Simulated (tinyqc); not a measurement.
# Diffused layer (Gaussian), carriers, mobility and sheet resistance: effect of the temperature

A p-type layer from the surface x = 0 to the junction xj, N(x) = N0 exp(-(x/Ld)^2). Local neutrality (no depletion at surface or junction, no spilling of carriers), intrinsic carriers neglected, full ionisation of active dopants.

xj = Ld sqrt(ln(N0/Nb)). Active dopant A = min(N, Ns); p = A - Nb; mobility mu = m1 + (m2 (T/300 K)^(-bt) - m1)/(1 + ((A + Nb)/Nr)^am). Dose = integral of N, carrier sheet density = integral of p, 1/Rs = q integral of p mu, mean mobility 1/(q Rs sheet density), Hall mobility (unit Hall factor) = integral of p mu^2 over integral of p mu, Hall sheet density = (integral of p mu)^2/integral of p mu^2; all from 0 to xj. Integrals on 4000 steps.

Parameters, values chosen for the exercise; values close to those of boron in silicon over an n-type background:
```
symbol    value        unit                                 meaning
Nb       1.2e14       cm^-3  background doping of the opposite type
N0       4.7e18       cm^-3             peak chemical concentration
m1           44  cm^2/(V s)           mobility limit at high doping
m2          478  cm^2/(V s)  mobility limit at low doping, at 300 K
Nr      2.21e17       cm^-3    reference doping of the mobility law
am        0.735                        exponent of the mobility law
bt          2.4                          temperature exponent of m2
Ns      2.04e20       cm^-3       solubility limit of active dopant
Ld          9.3          nm            diffusion length 2 sqrt(D t)
```

Constants: q = 1.602176634e-19 C. Results are converted to the units shown.

The same in every row: xj (nm) = 30.24; dose (cm^-2) = 3.874e12; carriers (cm^-2) = 3.873e12.

Result of one run:

| Rs (ohm/square) | mean mobility (cm^2/(V s)) | Rs xj (ohm nm) | Hall/true sheet density |
|---|---|---|---|
| 1.897e4 | 84.94 | 5.737e5 | 0.9213 |

Which temperature T gave this result: 200, 250, 350 or 400 K?

T = 350 K.

The whole series:

| T (K) | Rs (ohm/square) | mean mobility (cm^2/(V s)) | Rs xj (ohm nm) | Hall/true sheet density |
|---|---|---|---|---|
| 150 | 4042 | 398.6 | 1.223e5 | 0.7746 |
| 200 | 7369 | 218.7 | 2.229e5 | 0.8100 |
| 250 | 1.122e4 | 143.6 | 3.393e5 | 0.8497 |
| 300 | 1.519e4 | 106.1 | 4.594e5 | 0.8882 |
| 350 | 1.897e4 | 84.94 | 5.737e5 | 0.9213 |
| 400 | 2.238e4 | 71.99 | 6.770e5 | 0.9473 |

As T goes from 150 to 400, xj stays at 30.2 nm, Rs rises from 4040 to 22400 ohm/square, the mean mobility falls from 399 to 72.0 cm^2/(V s) and the share of the dose that conducts stays at 100 %.

Program tinyqc, `OMP_NUM_THREADS=1 python tinyqc.py 2110128 2110129 out.jsonl`; Intel Xeon 2.30GHz, shared host, one thread, about 0.01 s.
